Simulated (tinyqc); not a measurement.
Relaxation at fixed composition: composition and strain of an epitaxial Si(1-x)Ge(x) layer from Raman and X-ray peaks. Computed by tinyqc, a small Python program. Command: `OMP_NUM_THREADS=1 python tinyqc.py 3025467 3025468 out.jsonl epiraman walk`. One thread of a shared host (Intel(R) Xeon(R) Processor @ 2.30GHz), about 0.01 s of CPU time with the checks.

A (001) layer, biaxially strained in the plane. The Raman peaks follow empirical lines omega = w0 + c1 x + c3 x^3 + b eps (c3 for Si-Ge alone), with eps the in-plane strain.

Inputs (values chosen for the exercise, modelled on silicon-germanium):
```
quantity,value,unit
Ge fraction x,0.5,-
lattice constant of Si,5.431,angstrom
lattice constant of Ge,5.658,angstrom
bowing B,0.024,angstrom
2 C12/C11 of Si,0.769,-
2 C12/C11 of Ge,0.746,-
Si-Si: w0,520.5,1/cm
Si-Si: c1,-66.7,1/cm
Si-Si: strain coefficient b,-732,1/cm
Ge-Ge: w0,280.6,1/cm
Ge-Ge: c1,18.7,1/cm
Ge-Ge: strain coefficient b,-465,1/cm
X-ray wavelength,1.540598,angstrom
```

Substrate: germanium.

Method:
- Relaxed lattice constant a(x) = a_Si + (a_Ge - a_Si) x - B x (1 - x).
- In-plane constant a_par = a_sub + R (a(x) - a_sub); eps = a_par/a(x) - 1; eps_perp = -(2 C12/C11) eps with 2 C12/C11 linear in x; a_perp = a(x) (1 + eps_perp).
- (004) Bragg angle theta = arcsin(2 lambda/a), with a = a_perp for the layer and a_sub for the substrate; separation = layer less substrate. The apparent x is the one that a fully strained layer (R = 0) would need to give the same a_perp.

Signatures:
```
R,eps (per mille),Si-Si (1/cm),Ge-Ge (1/cm),a_perp (angstrom),(004) separation (arcsec),apparent x if R = 0 is assumed
0.00,21.576,471.36,279.92,5.4480,5206.1,0.50000
0.15,18.340,473.73,281.42,5.4616,4854.7,0.53370
0.30,15.103,476.09,282.93,5.4751,4505.4,0.56719
0.50,10.788,479.25,284.93,5.4932,4042.9,0.61153
0.70,6.473,482.41,286.94,5.5113,3584.2,0.65552
0.85,3.236,484.78,288.45,5.5249,3242.6,0.68829
1.00,0.000,487.15,289.95,5.5385,2903.0,0.72087
```

What follows from these numbers?

Full relaxation moves the Si-Si peak by +15.79 per cm and shrinks the X-ray separation to 56 % of its strained value, about 1/(1 + 2 C12/C11). A symmetric reflection alone cannot part x from R: a relaxed layer read as strained gives x = 0.721 in place of 0.5. An asymmetric reflection or a second peak is needed.

Extremes, crossings and ranges named in words are read from the listed rows.
